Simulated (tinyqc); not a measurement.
Signal and retention of a DRAM cell: effect of the cell capacitance.

A stored one starts at Vd and leaks: Cs dV/dt = -I(V), I = a sqrt((V + Vb)/(Vd + Vb)) + b, with a = Ig exp[-(Eg1 q/kB)(1/T - 1/T0)] (generation in a depletion layer) and b = Is exp[-(Es q/kB)(1/T - 1/T0)]. The bit line is precharged to Vd/2, and charge sharing gives the signal (V - Vd/2) Cs/(Cs + Cb).

The cell fails below Vc = Vd/2 + dm (Cs + Cb)/Cs. With s = sqrt((Vc + Vb)/(Vd + Vb)), the time from Vd to Vc is t = [2 Cs (Vd + Vb)/a] [1 - s - (b/a) ln((a + b)/(a s + b))]. This time is the median of a log-normal spread: failing cells = Nc erfc(z/sqrt 2)/2, z = ln(t/tr)/sg.

Parameters, values chosen for the exercise: array voltage Vd = 1 V; bit-line capacitance Cb = 40 fF; smallest signal that the sense amplifier resolves dm = 56 mV; built-in plus back-bias voltage of the storage junction Vb = 1.65 V; junction leakage at V = Vd and T0 Ig = 3.3 fA; voltage-independent leakage at T0 Is = 0.41 fA; activation energy of Is Es = 0.39 eV; reference temperature T0 = 358 K; temperature T = 358 K; deviation of ln(retention time) over the cells sg = 0.51; cells Nc = 1.72e10; refresh interval tr = 32 ms; activation energy of Ig Eg1 = 0.61 eV.

Constants: q = 1.602176634e-19 C, kB = 1.380649e-23 J/K. Results are converted to the units shown.

Effect of the cell capacitance:

| Cs (fF) | Vc (V) | retention time (s) | failing cells |
|---|---|---|---|
| 8 | 0.83600 | 0.35865 | 18520 |
| 12 | 0.74267 | 0.85118 | 1.0752 |
| 16 | 0.69600 | 1.3464 | 0.0019461 |
| 20 | 0.66800 | 1.8427 | 1.6354e-5 |
| 24 | 0.64933 | 2.3397 | 3.3579e-7 |
| 28 | 0.63600 | 2.8369 | 1.2458e-8 |
| 32 | 0.62600 | 3.3343 | 7.0600e-10 |

The retention time rises from 0.359 to 3.33 s, as Cs^(2.13) between the first two rows and Cs^(1.21) between the last two: faster than Cs, because the margin Vd - Vc grows too. It vanishes at Cs = 5.05 fF, where even a fresh one gives only dm.

Range of the model: Real arrays also hold a tail of unusually leaky cells and cells whose retention varies in time, which this model lacks.

Numbers from tinyqc (`OMP_NUM_THREADS=1 python tinyqc.py 2130140 2130141 out.jsonl`; about 0.01 s on one thread of a shared Intel Xeon 2.30GHz).
